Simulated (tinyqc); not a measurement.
Binding against mu: shallow acceptor in the spherical model (Baldereschi-Lipari), strong spin-orbit limit. Computed by tinyqc, a small Python program. Command: `OMP_NUM_THREADS=1 python tinyqc.py 3003262 3003263 out.jsonl acceptor walk`. One thread of a shared host (Intel(R) Xeon(R) Processor @ 2.30GHz), about 0.01 s of CPU time with the checks.

The 1S(3/2) state has an s envelope f(r) and a d envelope g(r). In effective units they obey -(f'' + 2f'/r + 2f/r) + mu (g'' + 5g'/r + 3g/r^2) = E f and -(g'' + 2g'/r - 6g/r^2 + 2g/r) + mu (f'' - f'/r) = E g. The cubic term, the split-off band and the central cell are left out.

Inputs (values chosen for the exercise, modelled on CdTe):
```
quantity,value,unit
Luttinger gamma_1,4.12,-
Luttinger gamma_2,1.13,-
Luttinger gamma_3,1.65,-
dielectric constant eps,10.1,-
```

Constants: Ry = 13.605693123 eV; a_0 = 0.529177210903 angstrom.

Method:
- Ry* = Ry/(gamma_1 eps^2), a* = a_0 eps gamma_1, mu = (6 gamma_3 + 4 gamma_2)/(5 gamma_1), delta = (gamma_3 - gamma_2)/gamma_1; spherical masses 1/(gamma_1 (1 - mu)) (heavy) and 1/(gamma_1 (1 + mu)) (light).
- Basis: f_i = exp(-zeta_i r), g_i = r exp(-zeta_i r), weight r^2 dr, s = zeta_i + zeta_j. S_ff = 2/s^3, H_ff = zeta_i zeta_j S_ff - 2/s^2; S_gg = 24/s^5, H_gg = 8/s^3 + 24 zeta_i zeta_j/s^5 - 12/s^4; H(f_i, g_j) = mu (6 zeta_i^2/s^4 + 2 zeta_i/s^3); S_fg = 0. Each function is normalised by sqrt(S_ii).
- Large basis: zeta_i = 0.08 x 1.55^(i-1), i = 1..20 in each channel; overlap eigenvalues below 1e-11 are dropped.

mu = 0.7

1S(3/2):
```
mu,binding (Ry*),d weight,binding x (1 - mu)
0.10,1.0091,0.00424,0.90817
0.21,1.0414,0.01878,0.82273
0.42,1.1920,0.07662,0.69137
0.50,1.2985,0.10979,0.64927
0.70,1.8570,0.22314,0.55709
0.80,2.5802,0.29828,0.51604
0.90,4.7683,0.38818,0.47683
0.95,9.1447,0.44002,0.45723
```

What follows from these numbers?

The binding grows from 1.009 to 9.14 Ry*, slowly at first (second order in mu), while the d weight rises to 0.44. The last column, the binding in units of the heavy-hole Rydberg, falls to 0.457, towards about 0.44 as mu tends to 1.
